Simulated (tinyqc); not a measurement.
# Short-channel transistor, virtual-source model with series resistance: effects of single changes

The current per gate width is the charge at the top of the source barrier (the virtual source) times its velocity times a saturation function; al and be are fitting constants of the model. Units: I in uA/um, Rs in ohm um, so I Rs = 1e-6 I Rs in volts; Q in uC/cm^2, so I = 1e-4 Q vx0 Fsat with vx0 in cm/s.

Inputs (values chosen for the exercise): temperature T = 350 K; inversion capacitance Cinv = 3.01 uF/cm^2; velocity at the virtual source vx0 = 3.01e7 cm/s; apparent mobility mu = 180 cm^2/(V s); channel length L = 12 nm; threshold at zero drain voltage VT0 = 0.46 V; drain-induced barrier lowering dl = 0.066 V/V; subthreshold factor n0 = 1.34; growth of n with drain voltage nd = 0 1/V; threshold shift (in units of Vt) from weak to strong inversion al = 3.5; sharpness of saturation be = 1.4; series resistance of each contact Rs = 150 ohm um.

Constants: q = 1.602176634e-19 C, kB = 1.380649e-23 J/K, Vt = kB T/q. Results are converted to the units shown.

Each table varies one quantity; the others keep the values above.

## Effect of the velocity at the virtual source on the on and off currents

Intrinsic voltages Vg' = Vgs - I Rs, Vd' = Vds - 2 I Rs. n = n0 + nd Vd', VT = VT0 - dl Vd', Ff = 1/(1 + exp((Vg' - VT + al Vt/2)/(al Vt))), Q = Cinv n Vt ln(1 + exp((Vg' - VT + al Vt Ff)/(n Vt))), Vdsat = (vx0 L/mu)(1 - Ff) + Vt Ff, Fsat = u/(1 + u^be)^(1/be) with u = Vd'/Vdsat, and I = Q vx0 Fsat per width. I is solved self-consistently. Ion is I at Vgs = Vds = 0.7 V, Ioff at Vgs = 0, Vds = 0.7 V, and Rlin = Vds/I at Vgs = 0.7 V, Vds = 0.05 V.

Effect of the velocity at the virtual source on the on and off currents:

| vx0 (cm/s) | Ion (uA/um) | Ioff (nA/um) | log10(Ion/Ioff) | Rlin (ohm um) |
|---|---|---|---|---|
| 5e6 | 348.1 | 27.04 | 4.110 | 415.0 |
| 7.1e6 | 454.8 | 38.38 | 4.074 | 405.1 |
| 1e7 | 576.2 | 54.04 | 4.028 | 399.5 |
| 1.4e7 | 707.5 | 75.63 | 3.971 | 396.1 |
| 2e7 | 850.9 | 108.0 | 3.897 | 393.9 |
| 2.8e7 | 980.4 | 151.0 | 3.812 | 392.5 |
| 4e7 | 1101 | 215.5 | 3.709 | 391.6 |

What does the table show?

As vx0 goes from 5e6 to 4e7 cm/s, Ion rises from 348 to 1100 uA/um, Ioff rises from 27.0 to 215 nA/um and Rlin falls from 415 to 392 ohm um. Ion changes by a factor of 3.16 and Ioff by 7.97.

## Transfer curves at low and high drain voltage

Same model as above.

Columns for Vds = 0.05 V and 0.7 V; gm = dI/dVgs at 0.7 V.

Transfer curves at low and high drain voltage:

| Vgs (V) | I, low Vds (uA/um) | I, high Vds (uA/um) | gm (uS/um) |
|---|---|---|---|
| 0 | 0.042131 | 0.16231 | 3.8861 |
| 0.09 | 0.34509 | 1.3445 | 30.784 |
| 0.17 | 1.9800 | 7.8135 | 162.92 |
| 0.26 | 10.764 | 42.497 | 696.67 |
| 0.35 | 36.316 | 144.76 | 1585.9 |
| 0.44 | 71.887 | 321.28 | 2276.9 |
| 0.52 | 97.169 | 518.14 | 2605.4 |
| 0.61 | 115.66 | 760.33 | 2742.6 |
| 0.7 | 127.45 | 1006.5 | 2701.4 |

What does the table show?

At Vds = 0.7 V the current spans 3.8 decades, from 0.162 to 1010 uA/um. Between the first two rows the swing is 98.0 mV a decade, against n Vt ln 10 = 93.1. At Vgs = 0 the higher drain voltage raises the current by a factor of 3.85, at Vgs = 0.7 V by 7.90. The transconductance goes from 3.89 through a maximum of 2740 (at Vgs = 0.61 V among the rows listed) to 2700 uS/um; Cinv vx0, its value in strong inversion and saturation without series resistance, is 9060 uS/um.

## Effect of the apparent mobility on the on and off currents

Same model as above.

Effect of the apparent mobility on the on and off currents:

| mu (cm^2/(V s)) | Ion (uA/um) | Ioff (nA/um) | log10(Ion/Ioff) | Rlin (ohm um) |
|---|---|---|---|---|
| 50 | 778.9 | 161.1 | 3.684 | 618.6 |
| 85 | 895.9 | 161.8 | 3.743 | 490.7 |
| 140 | 976.6 | 162.2 | 3.780 | 417.7 |
| 240 | 1033 | 162.4 | 3.803 | 369.9 |
| 410 | 1065 | 162.6 | 3.816 | 341.7 |
| 700 | 1082 | 162.6 | 3.823 | 325.0 |
| 1200 | 1091 | 162.7 | 3.826 | 315.1 |
| 2000 | 1095 | 162.7 | 3.828 | 309.5 |

Read the table: what changes, and by how much?

As mu goes from 50 to 2000 cm^2/(V s), Ion rises from 779 to 1090 uA/um, Ioff rises from 161 to 163 nA/um and Rlin falls from 619 to 310 ohm um. Ion changes by a factor of 1.41 and Ioff by 1.01.

Program tinyqc, `OMP_NUM_THREADS=1 python tinyqc.py 2380014 2380015 out.jsonl`; Intel Xeon 2.30GHz, shared host, one thread, about 0.01 s.
